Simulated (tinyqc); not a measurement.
# MOSFET in the linear regime without short-channel effects, parameter extraction from computed curves, step by step

Numbers from tinyqc (`OMP_NUM_THREADS=1 python tinyqc.py 2210128 2210129 out.jsonl`; about 0.01 s on one thread of a shared Intel Xeon 2.30GHz). Printed values are rounded.

Inversion charge Q = Cox n Vt W0(exp((Vg - VT)/(n Vt))), W0 the Lambert function and n = nf; u = Q/Cox; mobility mu = mu0/(1 + th1 u + th2 u^2); channel resistance Rch = (L - dL)/(W mu Q); Id = Vd/(Rch + Rsd/W). Cox = eps0 eox/tox. Small Vd, no channel-length or drain effects.

Inputs (values chosen for the exercise); channel values of the order met in silicon transistors:
- T = 77 K (temperature)
- eox = 22.5 (relative permittivity of the gate insulator (close to hafnium oxide))
- tox = 21 nm (insulator thickness)
- mu0 = 270 cm^2/(V s) (low-field mobility)
- th1 = 0.23 1/V (first mobility attenuation factor)
- th2 = 0 1/V^2 (second mobility attenuation factor)
- VT = 0.28 V (threshold voltage)
- nf = 1.4 (body factor)
- W = 0.5 um (gate width)
- L = 0.066 um (drawn gate length)
- dL = 0.005 um (drawn less effective length)
- Rsd = 120 ohm um (source plus drain resistance)
- Vd = 0.02 V (drain voltage)

Constants: q = 1.602176634e-19 C, kB = 1.380649e-23 J/K, Vt = kB T/q, eps0 = 8.8541878128e-14 F/cm where lengths are in cm. Results are converted to the units shown.

## Transfer curve

Vg, point 0 to 10 (V): 0.04  0.16  0.28  0.4  0.52  0.64  0.76  0.88  1  1.12  1.24

u, mu, Rch and Id as defined.

```
point        u (V)  mu (cm^2/(V s))   Rch (ohm)      Id (uA)
0      5.59379e-14              270  8.51487e15  2.34883e-12
1       2.27954e-8          270.000  2.08947e10   9.57180e-7
2       0.00526847          269.673     90516.1     0.220371
3        0.0981034          264.042     4964.67      3.84270
4         0.210990          257.504     2367.03      7.67158
5         0.326922          251.118     1566.49      11.0712
6         0.444077          244.978     1182.12      14.0635
7         0.561891          239.100     957.231      16.7052
8         0.680117          233.478     809.877      19.0499
9         0.798625          228.101     705.955      21.1427
10        0.917337          222.959     628.774      23.0209
```

## Threshold and mobility at the peak transconductance

gm_i = (Id_(i+1) - Id_(i-1))/(Vg_(i+1) - Vg_(i-1)); at the point j of largest gm the tangent meets the axis at V_ext = Vg_j - Id_j/gm_j; field-effect mobility gm_j L/(W Cox Vd) with the drawn L.

gm, point 1 to 9 (uS): 0.918212  16.0113  31.0467  30.1188  26.6330  23.4750  20.7765  18.4893  16.5462
j = 3
V_ext = 0.276228 V
field-effect mobility = 215.997 cm^2/(V s)

V_ext is 3.8 mV below the model VT, and the mobility so found is 26 % below mu0 L/(L - dL) = 292 cm^2/(V s), the value for the drawn L; attenuation, series resistance and the slow approach of Q to a straight line all lower the peak gm.

## The Y function

Y_i = Id_i/sqrt(gm_i). For Id = beta Vd x/(1 + th x), x = Vg - VT, Y = sqrt(beta Vd) x whatever th. Slope s from points 6 and 9; VT_Y = Vg - Y/s at point 9; beta = s^2/Vd; mobility beta L/(W Cox) with the drawn L; th* = (beta Vd x/Id - 1)/x at point 9.

Y, point 1 to 9 (uA^0.5 V^0.5): 9.98900e-7  0.0550734  0.689650  1.39787  2.14529  2.90262  3.66493  4.43028  5.19769
s = 6.37520 uA^0.5 V^-0.5
VT_Y = 0.304701 V
beta = 2032.16 uA/V^2
mobility from Y = 282.761 cm^2/(V s)
th* = 0.695788 1/V

The mobility from Y is 3.2 % below mu0 L/(L - dL) = 292 cm^2/(V s), which it should reach in deep inversion when th2 = 0. th* compares with th1 + mu0 Cox Rsd/(L - dL) = 0.734 1/V, since series resistance enters like th1.
